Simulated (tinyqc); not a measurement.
## Zener tunnelling in a reverse-biased junction, two-band WKB: effect of temperature

Abrupt p-n junction, depletion approximation. Energies E are counted from the conduction-band edge of the neutral n side; its Fermi level lies at dn, that of the p side at dn - V, and the valence-band edge of the neutral p side at Em = dn + dp - V. Tunnelling needs 0 < E < Em. Two-band dispersion with equal masses m: inside the gap kappa = sqrt(m u (1 - u/Eg)/C), u the distance from a band edge, C = hbar^2/(2 m0).

Nc and Nv are given at 77 K and scale as (T/77 K)^1.5; Eg, m and eps_r are held. Nd = Nc F12(dn/Vt), Na = Nv F12(dp/Vt), F12(x) = (2/sqrt(pi)) int_0^infinity sqrt(u)/(1 + exp(u - x)) du; dn = EF - Ec on the n side, dp = Ev - EF on the p side (negative outside the bands); Vbi = Eg + dn + dp. W = sqrt(2 eps0 eps_r (Vbi - V)(1/Na + 1/Nd)/q), mean field F = (Vbi - V)/W, peak field 2 F. In a uniform field F the exponent is S = pi sqrt(m/C) Eg^1.5/(4 F). Transverse energy Et = C kt^2/m raises it to S (1 + 4 Et/Eg), so T = exp(-S) exp(-Et/Eb) with Eb = Eg/(4 S). KJ = (2 q^2/h) m/(4 pi C) (times 1e14 for A/cm^2 per eV^2). J = KJ exp(-S) Eb times the integral from 0 to Em of [f(E - dn) - f(E - dn + V)] [1 - exp(-min(E, Em - E)/Eb)] dE, f(x) = 1/(1 + exp(x/Vt)), with S and Eb from the mean field; J > 0 flows from p to n.

Values chosen for this exercise; band and dielectric values those of a made-up semiconductor:
```
symbol    value   unit                                    meaning
Eg        0.339     eV                                   band gap
eps_r      16.3                             relative permittivity
Nc      1.14e16  cm^-3  conduction-band density of states at 77 K
Nv      8.79e17  cm^-3     valence-band density of states at 77 K
m         0.022     m0       band-edge mass of the two-band model
Na       1.5e19  cm^-3                           acceptor density
Nd       6.3e17  cm^-3                              donor density
V         -0.38      V                         bias of the p side
```

Constants: q = 1.602176634e-19 C, kB = 1.380649e-23 J/K, hbar = 1.054571817e-34 J s, h = 6.62607015e-34 J s, m0 = 9.1093837015e-31 kg, Vt = kB T/q, eps0 = 8.8541878128e-14 F/cm where lengths are in cm, hbar^2/(2 m0) = 0.0380998212 eV nm^2. Results are converted to the units shown.

Effect of temperature:
```
T (K)	Vbi (V)	mean field (MV/cm)	S	J (A/cm^2)
50	0.5081	0.1726	6.823	-1828
100	0.5068	0.1725	6.828	-1816
150	0.5045	0.1723	6.837	-1794
200	0.5010	0.1719	6.851	-1759
300	0.4905	0.1709	6.892	-1651
400	0.4755	0.1694	6.952	-1499
```

What does the comparison show?

Vbi falls from 0.508 to 0.476 V, S rises from 6.82 to 6.95, and |J| falls from 1830 to 1500 A/cm^2, a spread of a factor 1.22. That is small against a thermally activated current. The shrinking of the gap with temperature, left out here, would raise J.

Range of the model: Parabolic densities of states, no band tails and no gap narrowing, all of which matter at such doping.

Numbers from tinyqc (`OMP_NUM_THREADS=1 python tinyqc.py 2620092 2620093 out.jsonl`; about 0.01 s on one thread of a shared Intel Xeon 2.30GHz).
